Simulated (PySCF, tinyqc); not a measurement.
RHF in the sto-3g basis, for BeH+, spin multiplicity 1, step by step. The lowest restricted solution is unstable here: a spin-polarised one lies 0.0083 hartree lower (PySCF). One step of it, computed by the program tinyqc.

Task: Iteration 4: DIIS coefficients. Solve [B -1; -1 0][c; lambda] = [0; -1] for the coefficients, which sum to one.

B (overlaps of the stored error matrices), lower triangle:
```
               1              2              3
1  1.1467969e-02
2  2.4358417e-03  9.6116170e-04
3  9.4269126e-04  3.8519725e-04  1.5573823e-04
```

Give: DIIS coefficients.

Result:

DIIS coefficients: 0.0097  -0.6977  1.6879
